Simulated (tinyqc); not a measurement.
Series resistance and mobility from two gate lengths.

Problem. At small Vds the total resistance times width is 2 Rs + L/(mu Q), with the same mu and Q at both lengths. Find mu and Rs.

total resistance at L = 20 and 80 nm (ohm um): 445.44422  581.77687
Q = 1.63 uC/cm^2

Answer. The slope against L is 1/(mu Q), and the intercept at L = 0 is 2 Rs.

mu = 270 cm^2/(V s)
Rs = 200 ohm um

Program tinyqc, `OMP_NUM_THREADS=1 python tinyqc.py 2380162 2380163 out.jsonl`; Intel Xeon 2.30GHz, shared host, one thread, about 0.02 s.
